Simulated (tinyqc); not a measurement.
Inside a calculation. Model: long-channel MOSFET, surface-potential model.

Computed by the program tinyqc: `OMP_NUM_THREADS=1 python tinyqc.py 2360093 2360094 out.jsonl`, one thread of a shared Intel Xeon 2.30GHz, about 0.05 s for the whole run. Printed values are rounded.

n-channel transistor on a uniformly doped p-type body, gradual-channel approximation, constant mobility, Boltzmann statistics, full ionisation. Potentials are counted from the neutral body; V is the electron quasi-Fermi potential, Vsb at the source and Vsb + Vds at the drain. Charges are magnitudes per area.

Values chosen for this exercise; material values those of a made-up semiconductor:
```
symbol,value,unit,meaning
T,273,K,temperature
Eg,0.911,eV,band gap
eps_r,9.46,,relative permittivity of the semiconductor
Nc,2.64e19,cm^-3,conduction-band density of states at T
Nv,2.51e19,cm^-3,valence-band density of states at T
Na,3.8e17,cm^-3,acceptor density of the body
eox,8.73,,relative permittivity of the gate insulator
tox,65,nm,insulator thickness
Vfb,-0.68,V,flat-band voltage
mu,130,cm^2/(V s),channel mobility
W,2,um,gate width
L,5,um,gate length
Vsb,1,V,source-body reverse bias
Vgs,4.43,V,gate-source voltage
Vds,0.05,V,drain-source voltage
```

Constants: q = 1.602176634e-19 C, kB = 1.380649e-23 J/K, Vt = kB T/q, eps0 = 8.8541878128e-14 F/cm where lengths are in cm. Results are converted to the units shown.

Range of the model: The surface electron density at the source passes 0.3 Nc, where degeneracy, left out here, matters.

## Body potential, insulator capacitance and body factor

ni = sqrt(Nc Nv) exp(-Eg/(2 Vt)), Eg in volts; phiF = Vt ln(Na/ni); Cox = eps0 eox/tox; gamma = sqrt(2 q eps0 eps_r Na)/Cox. VT = Vfb + 2 phiF + gamma sqrt(2 phiF + Vsb), m = 1 + gamma/(2 sqrt(2 phiF + Vsb)).

ni = 1.004103e11 cm^-3
phiF = 0.3563243 V
Cox = 0.1189186 uF/cm^2
gamma = 2.685544 V^0.5
VT = 3.547172 V
m = 2.026049

## Iteration 1: surface potential at the source by Newton steps

psi at the start (the smaller of 2 phiF + Vsb + 4 Vt and the root without inversion charge) = 1.806750 V

With V = Vsb: G = psi - Vt + Vt e, e = exp((psi - 2 phiF - Vsb)/Vt); f = Vgs + Vsb - Vfb - psi - gamma sqrt(G); f' = -1 - gamma (1 + e)/(2 sqrt(G)); psi(new) = psi - f/f'.

G = 3.067669 V
f = -0.4004170 V
f' = -43.62459
psi after iteration 1 = 1.797571 V

## Iteration 2: surface potential at the source by Newton steps

As before.

G = 2.643547 V
f = -0.05399415 V
f' = -32.34999
psi after iteration 2 = 1.795902 V

## Course of the iteration: surface potential at the source by Newton steps

Stop when psi changes by less than 1e-10 V, or after 40 iterations.

Course of the iteration:
```
iteration   psi (V)  |change| (V)
1          1.797571       9.18e-3
2          1.795902       1.67e-3
3          1.795854       4.80e-5
4          1.795854       3.84e-8
5          1.795854      2.46e-14
```

Converged in 5 iterations. At the end the number of correct digits about doubles with each step.

## Charges and current of the charge-sheet model

psi_0 = 1.795854 V
psi_L = 1.842664 V

psi_0 and psi_L solve Vgs + Vsb - Vfb - psi = gamma sqrt(G) at V = Vsb and Vsb + Vds. Qi = Cox gamma [sqrt(G) - sqrt(psi - Vt)], G = psi - Vt + Vt exp((psi - 2 phiF - V)/Vt), at both ends. With U = Vgs + Vsb - Vfb: drift = mu (W/L) Cox [U (psi_L - psi_0) - (psi_L^2 - psi_0^2)/2 - (2/3) gamma ((psi_L - Vt)^1.5 - (psi_0 - Vt)^1.5)]; diffusion = mu (W/L) Vt (Qi0 - QiL).

Qi0 = 87.87033 nC/cm^2
QiL = 76.72582 nC/cm^2
drift current = 0.2003073 uA
diffusion current = 0.01363326 uA
drain current = 0.2139406 uA

Drift carries 93.6 % of the current.

## Inversion charge along the channel

V, point 0 to 6 (V): 1  1.008333  1.016667  1.025  1.033333  1.041667  1.05

The surface potential psi at channel potential V solves Vgs + Vsb - Vfb - psi = gamma sqrt(G), G = psi - Vt + Vt exp((psi - 2 phiF - V)/Vt). Charge sheet: Qi = Cox gamma [sqrt(G) - sqrt(psi - Vt)]. Pao-Sah: Qi = (Cox gamma/2) integral from 3 Vt to psi of exp((u - 2 phiF - V)/Vt)/sqrt(G(u, V)) du.

```
point   psi (V)  Qi, charge sheet (nC/cm^2)  Qi, Pao-Sah (nC/cm^2)
0      1.795854                    87.87033               88.43704
1      1.803682                    86.00159               86.55437
2      1.811500                    84.13728               84.67625
3      1.819307                    82.27747               82.80276
4      1.827104                    80.42223               80.93396
5      1.834890                    78.57165               79.06995
6      1.842664                    76.72582               77.21082
```

At the source the charge-sheet charge is 0.64 % below the Pao-Sah one.

## Pao-Sah current by Simpson's rule

I = mu (W/L) integral of Qi dV; Simpson's rule on the 7 points, step Vds/6, weights 1, 4, 2, ..., 4, 1 times step/3.

Pao-Sah current = 0.2153055 uA

Gauss-Legendre quadrature on many points gives 0.2153 uA, so this value is within 0.01 % of it; the charge-sheet current, 0.2139 uA, is 0.63 % below it.
